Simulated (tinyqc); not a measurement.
# Reverse leakage of an n+-p junction: diffusion, generation, trap-assisted and band-to-band tunnelling: two studies

One-sided abrupt junction in the depletion approximation, x from the junction (0) to W on the p side, field F = F0 (1 - x/W). Flat quasi-Fermi levels, long p side. Traps generate through SRH with both lifetimes shortened by 1 + Gamma (Hurkx enhancement, form for moderate fields); band-to-band generation is local and needs a total bending above Eg.

Values chosen for this exercise; band and dielectric values close to those of silicon: temperature T = 300 K; band gap Eg = 1.13 eV; relative permittivity eps_r = 11.8; conduction-band density of states at T Nc = 2.76e19 cm^-3; valence-band density of states at T Nv = 2.66e19 cm^-3; acceptor density of the lighter side Na = 2.9e16 cm^-3; donor density of the heavier side Nd = 1e20 cm^-3; SRH lifetime of both carriers at zero field tau = 2e-7 s; trap level above the intrinsic level Et = 0 eV; tunnelling mass mt = 0.25 m0; electron diffusion coefficient on the lighter side Dn = 7.1 cm^2/s; band-to-band prefactor Ab = 4.4e14 cm^-0.5 V^-2.5 s^-1; band-to-band field constant Bb = 1.89e7 V/cm; reverse bias VR = 2.3 V.

Constants: q = 1.602176634e-19 C, kB = 1.380649e-23 J/K, hbar = 1.054571817e-34 J s, m0 = 9.1093837015e-31 kg, Vt = kB T/q, eps0 = 8.8541878128e-14 F/cm where lengths are in cm. Results are converted to the units shown.

Each table varies one quantity; the others keep the values above.

## Leakage components against the SRH lifetime of both carriers at zero field

ni = sqrt(Nc Nv) exp(-Eg/(2 Vt)), Eg in volts; Vbi = Vt ln(Na Nd/ni^2); W = sqrt(2 eps0 eps_r (Vbi + VR)/(q Na)); F0 = 2 (Vbi + VR)/W; FG = sqrt(24 mt m0 (kB T)^3)/(q hbar); J_diff = q ni^2 sqrt(Dn/tau)(1 - exp(-VR/Vt))/Na. u = (Vbi + VR)(1 - x/W)^2, p = Na exp(-u/Vt), n = Nd exp((u - Vbi - VR)/Vt); G0 = ni^2 (1 - exp(-VR/Vt))/(tau (n + p + 2 ni cosh(Et/Vt))); Gamma = 2 sqrt(3 pi)(F/FG) exp((F/FG)^2); trap-assisted part G0 Gamma; G_bb = Ab F^2.5 exp(-Bb/F) with F in V/cm, zero unless Vbi + VR > Eg. Currents are q times the integrals over 0 to W; J_bb under 1e-8 of J is printed as 0; rows with F0/FG above 2.2, beyond the range of this Gamma, are left out.

The same in every row: F0 (kV/cm) = 171; F0/FG = 0.464; J_bb (A/cm^2) = 0.

Leakage components against the SRH lifetime of both carriers at zero field:
```
tau (s)  J_diff (A/cm^2)  J_SRH (A/cm^2)  J_TAT (A/cm^2)  J (A/cm^2)              largest part
1e-10           1.12e-10         1.54e-4         3.01e-4     4.55e-4  trap-assisted tunnelling
1e-9            3.55e-11         1.54e-5         3.01e-5     4.55e-5  trap-assisted tunnelling
1e-8            1.12e-11         1.54e-6         3.01e-6     4.55e-6  trap-assisted tunnelling
1e-7            3.55e-12         1.54e-7         3.01e-7     4.55e-7  trap-assisted tunnelling
1e-6            1.12e-12         1.54e-8         3.01e-8     4.55e-8  trap-assisted tunnelling
1e-5            3.55e-13         1.54e-9         3.01e-9     4.55e-9  trap-assisted tunnelling
0.0001          1.12e-13        1.54e-10        3.01e-10    4.55e-10  trap-assisted tunnelling
```

J falls from 4.55e-4 to 4.55e-10 A/cm^2. Trap-assisted tunnelling leads at tau = 1e-10 and in all other rows. J_SRH and J_TAT go as 1/tau and J_diff as tau^(-1/2); J_bb does not depend on it.

## Leakage components against the trap level above the intrinsic level

Same model as above.

The same in every row: F0 (kV/cm) = 171; F0/FG = 0.464; J_diff (A/cm^2) = 2.51e-12; J_bb (A/cm^2) = 0.

Leakage components against the trap level above the intrinsic level:
```
Et (eV)  J_SRH (A/cm^2)  J_TAT (A/cm^2)  J (A/cm^2)              largest part
-0.3           1.96e-12        3.41e-12    7.88e-12  trap-assisted tunnelling
-0.2           8.23e-11        1.52e-10    2.37e-10  trap-assisted tunnelling
-0.1            3.52e-9         6.73e-9     1.03e-8  trap-assisted tunnelling
0               7.70e-8         1.51e-7     2.28e-7  trap-assisted tunnelling
0.1             3.52e-9         6.73e-9     1.03e-8  trap-assisted tunnelling
0.2            8.23e-11        1.52e-10    2.37e-10  trap-assisted tunnelling
0.3            1.96e-12        3.41e-12    7.88e-12  trap-assisted tunnelling
```

Read the table: what changes, and by how much?

J goes from 7.88e-12 through a maximum of 2.28e-7 (at Et = 0 among the rows listed) to 7.88e-12 A/cm^2. Trap-assisted tunnelling leads at Et = -0.3 and in all other rows.

Range of the model: The n+ side is degenerate, so Vbi from Boltzmann statistics is only a guide.

tinyqc, about 0.01 s, one thread, Intel Xeon 2.30GHz (shared host): `OMP_NUM_THREADS=1 python tinyqc.py 2290030 2290031 out.jsonl`
